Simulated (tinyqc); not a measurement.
What moves the results: eight-band Kane k.p model. A value that a table varies takes the place of the one given here.

Eight-band Kane model, basis S, X, Y, Z times spin, zero of energy at the top of the unstrained valence band, c = hbar^2/2m0. Within each spin: H_SS = Eg + A c k^2, H_SX = i P kx (likewise Y, Z), H_XX = -Dso/3 + L kx^2 + M (ky^2 + kz^2), H_XY = N kx ky, and cyclic. Spin-orbit term (Dso/3) L.sigma on X, Y, Z with (L_k)_ij = -i epsilon_kij: <X+|H|Y+> = -i Dso/3, <X+|H|Z-> = Dso/3, <Y+|H|Z-> = -i Dso/3, <Z+|H|X-> = -Dso/3, <Z+|H|Y-> = i Dso/3, <X-|H|Y-> = i Dso/3, and their conjugates; + and - are the spin along z. Terms from inversion asymmetry are left out, so every level is twofold.

P = sqrt(Ep c); A = 1/me - Ep (Eg + 2 Dso/3)/(Eg (Eg + Dso)) keeps the electron mass; g1' = g1 - Ep/(3 Eg), g2' = g2 - Ep/(6 Eg), g3' = g3 - Ep/(6 Eg) remove the coupling to S that the Luttinger values already hold; L = -c (g1' + 4 g2'), M = -c (g1' - 2 g2'), N = -6 c g3'.

Constants: hbar^2/2m0 = 3.80998211 eV angstrom^2.

Values chosen for the exercise (near those of Ge; shifted at random, so the results belong to these values and not to a real crystal):
- Eg = 0.89 eV (gap at Gamma to the s-like level)
- Dso = 0.289 eV (spin-orbit splitting)
- Ep = 26.1 eV (Kane energy)
- me = 0.0381 m0 (electron mass at Gamma)
- g1 = 13.39 (Luttinger gamma1)
- g2 = 4.24 (gamma2)
- g3 = 5.69 (gamma3)
- kmax = 0.05 1/angstrom (end of the path)

## Non-parabolicity of the conduction band

Unstrained, along [001], six points up to kmax. Parabolic: E = c k^2/me. Two-band form: E (1 + alpha E) = c k^2/me with alpha = (1 - me)^2/Eg. The column alpha(k) solves that form for alpha with the eight-band energy. Energies from the conduction edge.

Energies:
```
|k| (1/angstrom),parabolic (eV),two-band (eV),eight-band (eV),alpha(k) (1/eV),parabolic / eight-band
0.0083,0.0069,0.0069,0.0069,1.120,1.008
0.0167,0.0278,0.0270,0.0270,1.121,1.030
0.0250,0.0625,0.0589,0.0586,1.123,1.066
0.0333,0.1111,0.1006,0.0999,1.126,1.112
0.0417,0.1736,0.1502,0.1487,1.129,1.168
0.0500,0.2500,0.2059,0.2032,1.133,1.230
```

alpha = 1.040 1/eV

At the last point the parabola lies a factor 1.23 above the eight-band value, and the two-band form 2.7 meV above it. The parabola stays within 5 % up to |k| = 0.0167 1/angstrom of the points listed. alpha(k) goes from 1.120 to 1.133 1/eV, a spread of 1.1 % over this range; the simple rule gives 1.040, 7 % below the first value, as it knows neither Dso nor the remote terms.

## Four, six or eight bands for the holes

Unstrained, along [100]. Six bands: the X, Y, Z block alone with the full g1, g2, g3 in L, M, N. Four bands: the same with Dso sent to infinity. HH, LH and SO name the pairs from the top.

Valence levels (eV):
```
|k| (1/angstrom),HH 4,HH 6,HH 8,LH 4,LH 6,LH 8,SO 6,SO 8
0.0083,-0.0013,-0.0013,-0.0013,-0.0058,-0.0058,-0.0057,-0.2926,-0.2919
0.0167,-0.0052,-0.0052,-0.0052,-0.0231,-0.0226,-0.0221,-0.3037,-0.3008
0.0250,-0.0117,-0.0117,-0.0117,-0.0521,-0.0491,-0.0471,-0.3239,-0.3162
0.0333,-0.0208,-0.0208,-0.0208,-0.0926,-0.0828,-0.0781,-0.3555,-0.3388
0.0417,-0.0325,-0.0325,-0.0325,-0.1447,-0.1202,-0.1121,-0.4020,-0.3694
0.0500,-0.0468,-0.0468,-0.0468,-0.2083,-0.1579,-0.1469,-0.4670,-0.4084
```

At |k| = 0.0500 the heavy holes of the three models span 0.0 meV and the light holes 61.4 meV. The split-off band moves the light hole by +50.4 meV and treating the conduction band exactly moves it by +11.0 meV more; the split-off band matters more here, where the four-band light-hole energy is 0.72 times Dso and 0.23 times Eg.

## What each parameter does

Unstrained; levels at |k| = kmax along [001], all derived values formed anew. Each row changes one parameter from the base and keeps the others.

Results:
```
case,conduction (eV),heavy hole (eV),light hole (eV),split-off (eV)
base,1.0932,-0.0468,-0.1469,-0.4084
Eg = 0.979 eV,1.1851,-0.0468,-0.1474,-0.4142
Dso = 0.2601 eV,1.0928,-0.0468,-0.1433,-0.3844
Ep = 23.49 eV,1.0935,-0.0468,-0.1464,-0.4114
me = 0.0419 m0,1.0740,-0.0468,-0.1484,-0.4103
g1 = 12.051,1.0952,-0.0340,-0.1350,-0.3967
g2 = 4.664,1.0908,-0.0387,-0.1461,-0.4149
g3 = 5.121,1.0932,-0.0468,-0.1469,-0.4084
```

The largest shifts from the base row, up to three for each result and ties (the steps differ in size, so this ranks the rows, not the parameters). conduction (eV): Eg +0.0919, me -0.0192, g2 -0.0024; unchanged at the printed digits by g3. heavy hole (eV): g1 +0.0128, g2 +0.0081; unchanged at the printed digits by Eg, Dso, Ep, me and g3. light hole (eV): g1 +0.0119, Dso +0.0035, me -0.0016; unchanged at the printed digits by g3. split-off (eV): Dso +0.0240, g1 +0.0117, g2 -0.0065; unchanged at the printed digits by g3.

Program tinyqc; command `OMP_NUM_THREADS=1 python tinyqc.py 1050201 1050202 out.jsonl`; about 0.01 s on one thread of a shared Intel(R) Xeon(R) Processor @ 2.30GHz.
